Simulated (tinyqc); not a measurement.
# Changing the temperature T

Model: grain-boundary diffusion: Harrison regimes, Fisher and Le Claire analysis, Hart average. Computed by tinyqc, a small Python program. Command: `OMP_NUM_THREADS=1 python tinyqc.py 3025053 3025054 out.jsonl gbdiff sweep`. One thread of a shared host (Intel(R) Xeon(R) Processor @ 2.30GHz), about 0.01 s of CPU time with the checks.

A boundary is a slab of width delta with diffusivity D_b, normal to a surface held at constant concentration; it leaks into grains of diffusivity D.

Inputs (values chosen for the exercise, for a model polycrystal):
```
quantity                          value   unit
lattice prefactor D0            1.5e-05  m^2/s
lattice activation energy E        4.13     eV
boundary prefactor D0b          4.4e-06  m^2/s
boundary activation energy E_b     2.18     eV
boundary width delta               0.63     nm
segregation factor s                  1      -
grain size d                         43     um
time t                           650000      s
```

Constants: k_B = 8.617333262e-05 eV/K.

Method:
- D = D0 exp(-E/(k_B T)), D_b = D0b exp(-E_b/(k_B T)).
- Triple product P = s delta D_b.
- l = sqrt(D t); P = s delta D_b; alpha = s delta/(2 l); beta = P/(2 D l). Regime A if l > 3 d, C if alpha > 1, B if alpha < 0.1, l < d/4 and beta > 10, otherwise a transition.
- Hart average for parallel slabs: f = delta/d, D_eff = (s f D_b + (1 - f) D)/(1 - f + s f); share of the boundaries = s f D_b/(s f D_b + (1 - f) D); depth sqrt(D_eff t).
- Fisher: the mean concentration falls as exp(-y/y_F), y_F = sqrt(P) (pi t/(4 D))^(1/4), with the boundary equation P d2c/dy2 = 2 c sqrt(D/(pi t)). Le Claire (from the Whipple solution): ln c falls as -(y/y_L)^(6/5) with P = 1.322 sqrt(D/t) y_L^2.

One run for each value:
```
temperature T (K)  Le Claire depth y_L (um)  lattice diffusion length l (um)       beta  share of the boundaries
1040                                  11.00                        3.074e-04  8.465e+08                   0.9999
1210                                  12.04                        7.826e-03  1.563e+06                   0.9982
1370                                  12.84                        7.908e-02  1.742e+04                   0.9846
1530                                  13.51                        4.925e-01  4.971e+02                   0.9193
1700                                  14.11                        2.359e+00  2.366e+01                   0.7218
1860                                  14.59                        7.930e+00  2.239e+00                   0.4523
2020                                  15.02                        2.200e+01  3.079e-01                   0.2396
2190                                  15.41                        5.526e+01  5.138e-02                   0.1166
2350                                  15.73                        1.164e+02  1.207e-02                   0.0613
```

Over the rows, Le Claire depth y_L (um) rises from 11.0 to 15.7 (exponent d ln y / d ln x 0.60 between the first rows and 0.29 between the last); lattice diffusion length l (um) rises from 3.07e-4 to 116 (exponent d ln y / d ln x 21 between the first rows and 11 between the last); beta falls from 8.46e8 to 0.0121 (exponent d ln y / d ln x -42 between the first rows and -21 between the last). y_L follows an apparent activation energy E_b/2 - E/4 = 0.058 eV and l one of E/2 = 2.065 eV, so the boundary tail stands out less as T rises: y_L/l goes from 35800 to 0.135.

Caution (all rows): outside regime A (which needs sqrt(D t) above about 3 d) the Hart average and its depth are formal: they describe a profile only in regime A or at steady state. Caution (rows 1040, 1860, 2020, 2190, 2350): the Fisher and Le Claire forms need regime B with beta above 10.
